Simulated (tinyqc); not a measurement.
Two-dimensional electron gas with Rashba and Dresselhaus coupling, step by step. Values are carried at full precision from step to step, so a last printed digit may differ when a step is redone from the rounded ones.

H = c k^2/m + al (ky sx - kx sy) + b1 (kx sx - ky sy) + gam kx ky (kx sy - ky sx), s the Pauli matrices, x = [100], c = hbar^2/2m0, b1 = gam (pi/L)^2 (hard walls). H = c k^2/m + B.s, so E = c k^2/m -/+ |B| and the lower state has its spin along -B.

Constants: hbar^2/2m0 = 3.80998211 eV angstrom^2; hbar = 6.58211957e-16 eV s.

Parameters, chosen for this exercise (of the size met in InAs; not measured data): m = 0.0247 m0 (mass); al = 0.43 eV angstrom (Rashba constant); gam = 25.7 eV angstrom^3 (bulk Dresselhaus constant); L = 189 angstrom (width of the (001) well); n = 3 1e11/cm^2 (sheet density (one subband filled)); phi = 110 degrees (angle of k from [100]).

## Scales

b1; mean Fermi wave vector k0 = sqrt(2 pi n) (1e11/cm^2 = 1e-5/angstrom^2); E0 = c k0^2/m; b3 = gam k0^2/4; kR = al m/(2c) and ER = al kR/2, the shift and depth of a pure Rashba band.

b1 = 0.007101 eV angstrom
k0 = 0.01373 1/angstrom
E0 = 29.075 meV
b3 = 0.001211 eV angstrom
kR = 0.001394 1/angstrom
ER = 0.2997 meV

The ratio al/(b1 - b3) is 73.01; kR is 10.2 % of k0.

## Spin-orbit field at one point of the Fermi circle

k = k0 (cos phi, sin phi). Form B, the splitting 2|B| and the direction of the lower spin, atan2(-By, -Bx).

Bx, By (meV): 5.5343  1.9349

splitting = 11.7256 meV
direction of the lower spin = -160.7 degrees

## The matrix

H = [[E0, Bx - i By], [Bx + i By, E0]] in meV; diagonalise. Precession period h/(2|B|) = 2 pi hbar/(splitting).

H (meV):
```
                  up            down
up           29.0755  5.5343-1.9349i
down  5.5343+1.9349i         29.0755
```

levels (meV): 23.2127  34.9383

period = 0.353 ps

## The two wave vectors at the energy E0 along this direction

Solve c k^2/m -/+ |B(k)| = E0. The spin turns by (k_outer - k_inner) per length, so a half turn takes pi/(difference).

k (1/angstrom): outer 0.015184, inner 0.012416

difference = 0.002769 1/angstrom
length of a half turn = 113.5 nm

For linear terms alone the difference is (m/c)|B|/k, whatever the energy: every electron along this direction turns alike, the basis of the spin transistor. The cubic term makes it depend on density.

## Checks

- Difference of the Fermi wave vectors without Dresselhaus terms against al m/c: both 0.0027877.

tinyqc: `OMP_NUM_THREADS=1 python tinyqc.py 1482427 1482428 out.jsonl`; about 0.01 s, one thread, shared Intel(R) Xeon(R) Processor @ 2.30GHz.
